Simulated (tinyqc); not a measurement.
Hydrostatic strain: sp3s* tight binding with spin-orbit coupling, strained.

sp3s* tight binding, nearest neighbours only: anion (a) at 0, cation (c) at a/4 (1,1,1), orbitals s, px, py, pz, s* on each; k in units of 2 pi/a. With phases e_j = exp(i (pi/2) k.n_j) for n = (1,1,1), (1,-1,-1), (-1,1,-1), (-1,-1,1): g0 = (e1+e2+e3+e4)/4, g1 = (e1+e2-e3-e4)/4, g2 = (e1-e2+e3-e4)/4, g3 = (e1-e2-e3+e4)/4. The diagonal holds the levels Esa, Epa, Exa (s*) and Esc, Epc, Exc. Anion-cation block: <sa|sc> = Vss g0; <sa|xc> = Vsapc g1; <xa|sc> = -Vscpa g1; <xa|xc> = Vxx g0; <xa|yc> = <ya|xc> = Vxy g3, <xa|zc> = <za|xc> = Vxy g2, <ya|zc> = <za|yc> = Vxy g1; <s*a|xc> = Vxapc g1; <xa|s*c> = -Vpaxc g1; y and z take g2 and g3 in place of g1; s-s* and s*-s* vanish.

Spin-orbit coupling acts within the p shell of each atom as (D/3) L.sigma, D = Da or Dc: it puts four states at Ep + D/3 and two at Ep - 2D/3.

Strain e moves each bond vector to d = (1 + e) d0 (no internal displacement for the diagonal strains used here) and k is given in fractions of the strained reciprocal cell, so the phases stay. Two-centre values Vss_sigma = Vss/4, Vsp_sigma = sqrt3 V/4 for each s-p and s*-p pair, Vpp_sigma = (Vxx + 2 Vxy)/4, Vpp_pi = (Vxx - Vxy)/4 are scaled by (d0/d)^eta and combined with the new direction cosines; the levels on the diagonal stay.

Parameters, chosen for this exercise (near a published set for InP, fitted to gaps, whose masses and valley positions are rough; spin-orbit coupling, where it is added without a refit, lifts the valence top and shrinks all gaps by about a third of the splitting; shifted at random, so the results belong to these values and not to a real crystal): Esa = -8.535 eV (s level of the anion); Epa = 0.872 eV (p level of the anion); Esc = -1.488 eV (s level of the cation); Epc = 4.053 eV (p level of the cation); Exa = 8.29 eV (s* level of the anion); Exc = 7.101 eV (s* level of the cation); Vss = -5.359 eV (s-s); Vxx = 1.889 eV (px-px); Vxy = 4.226 eV (px-py); Vsapc = 2.239 eV (s anion, p cation); Vscpa = 5.558 eV (s cation, p anion); Vxapc = 3.442 eV (s* anion, p cation); Vpaxc = 4.466 eV (p anion, s* cation); Da = 0.066 eV (atomic spin-orbit splitting, anion); Dc = 0.394 eV (the same, cation); eta = 1.8 (scaling exponent).

exx = eyy = ezz = e. Gaps as measured from the top of the valence band; the deformation potentials are (gap(0.01) - gap(-0.01))/0.06.

Gaps (eV):
```
e       Gamma   Delta       L  x of the minimum
-0.03  1.7035  2.3893  1.9831             1.000
-0.02  1.5878  2.4051  1.9413             1.000
-0.01  1.4760  2.4207  1.9006             1.000
0.00   1.3679  2.4360  1.8608             1.000
0.01   1.2634  2.4510  1.8219             1.000
0.03   1.0648  2.4801  1.7471             1.000
```

Give the missing row, e = 0.02.

Computed row:
```
e      Gamma   Delta       L  x of the minimum
0.02  1.1624  2.4657  1.7840             1.000
```

gap deformation potentials (eV): Gamma -3.542, Delta 0.505, L -1.311

Per unit of volume strain the gaps move by -3.54 (Gamma), +0.50 (Delta) and -1.31 eV (L). The lowest valley stays Gamma over the range. These potentials follow from the one exponent eta, which fitted models replace by one for each integral; with it the sizes are rough, the sign for Delta can be wrong (in Si, Ge and the III-V crystals measured values are small and positive), and the pressures at which valleys cross, and which valley takes over, are rough too. A gap of zero, where one is listed, marks an s level that has sunk below the valence top.

Run: tinyqc, `OMP_NUM_THREADS=1 python tinyqc.py 1480257 1480258 out.jsonl`; Intel(R) Xeon(R) Processor @ 2.30GHz, one thread, shared host; about 0.2 s of CPU time with all checks.
